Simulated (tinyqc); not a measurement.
Effective work function and flat-band voltage of a metal/high-k/SiO2/Si stack with a dipole layer: one step. The dipole density for a target. Four cases, with inputs chosen for the exercise.

Problem. Nd = (Wt - WM - shifts) ed/(4 pi e2 qd dd); compare with a monolayer of about 7e14 sites per cm^2.
Constants: e^2/(4 pi eps0) = 14.39964547 eV angstrom.

Case 1.

Values chosen (a stack on Si capped with a magnesium-like oxide; the results hold for these values, not for the real material): Wt = 5.05 eV (target work function); WM = 4.99 eV (work function of the metal on the high-k layer); qd = 0.36 e (charge of a dipole); dd = 1.7 angstrom (its length); ed = 7.7 (dielectric constant in the dipole layer).

shifts from the two charges (V): -0.004537  -0.034764

Case 2.

Values chosen (a stack on Si capped with a magnesium-like oxide; the results hold for these values, not for the real material): Wt = 4.9 eV (target work function); WM = 4.83 eV (work function of the metal on the high-k layer); qd = 0.35 e (charge of a dipole); dd = 1.8 angstrom (its length); ed = 11.1 (dielectric constant in the dipole layer).

shifts from the two charges (V): -0.027201  0.018651

Case 3.

Values chosen (a stack on Si capped with a magnesium-like oxide; the results hold for these values, not for the real material): Wt = 5.07 eV (target work function); WM = 4.75 eV (work function of the metal on the high-k layer); qd = 0.43 e (charge of a dipole); dd = 2.1 angstrom (its length); ed = 6.7 (dielectric constant in the dipole layer).

shifts from the two charges (V): -0.009288  -0.003896

Case 4.

Values chosen (a stack on Si capped with an yttrium-like oxide; the results hold for these values, not for the real material): Wt = 4.93 eV (target work function); WM = 4.3 eV (work function of the metal on the high-k layer); qd = 0.34 e (charge of a dipole); dd = 1.7 angstrom (its length); ed = 5.9 (dielectric constant in the dipole layer).

shifts from the two charges (V): 0.013561  -0.006105

Give: step needed; Nd; share of a monolayer.

Solution.

Case 1.

step needed = 0.0993 eV
Nd = 6.90e+13 cm^-2
share of a monolayer = 9.9 %

The sign is opposite to what this cap gives, so another cap or metal is needed.

Case 2.

step needed = 0.0785 eV
Nd = 7.65e+13 cm^-2
share of a monolayer = 10.9 %

The sign is opposite to what this cap gives, so another cap or metal is needed.

Case 3.

step needed = 0.3332 eV
Nd = 1.37e+14 cm^-2
share of a monolayer = 19.5 %

The sign is opposite to what this cap gives, so another cap or metal is needed.

Case 4.

step needed = 0.6225 eV
Nd = 3.51e+14 cm^-2
share of a monolayer = 50.2 %

The sign is opposite to what this cap gives, so another cap or metal is needed; at this coverage dipoles depolarise each other, and the linear law overstates the step.

Computed by tinyqc, one run a case: `OMP_NUM_THREADS=1 python tinyqc.py N N+1 out.jsonl` with N = 1880119, 1880130, 1880301, 1880316; one thread of a shared Intel(R) Xeon(R) Processor @ 2.30GHz, about 0.01 s a run at most.
